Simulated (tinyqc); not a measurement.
Worked calculation: lattice vibrations of a chain. One step of it, computed by the program tinyqc.

Task: Frequencies. omega^2 are the eigenvalues; wavenumber = 521.4708 sqrt(eigenvalue) 1/cm.

D(q) (eV/(angstrom^2 u)):
```
                     1                    2                    3
1             0.333333  -0.262193+0.015305i  -0.040554+0.030595i
2  -0.262193-0.015305i             0.522981  -0.297685+0.017123i
3  -0.040554-0.030595i  -0.297685-0.017123i             0.422297
```

Give: eigenvalues; wavenumbers; weights |e|^2 of the mass-weighted modes.

Result:

eigenvalues: 0.0189  0.4176  0.8421

wavenumbers (1/cm): 71.6  337.0  478.5

weights |e|^2 of the mass-weighted modes:
```
        mode 1  mode 2  mode 3
atom 1  0.3487  0.5224  0.1289
atom 2  0.3786  0.0176  0.6039
atom 3  0.2728  0.4600  0.2672
```
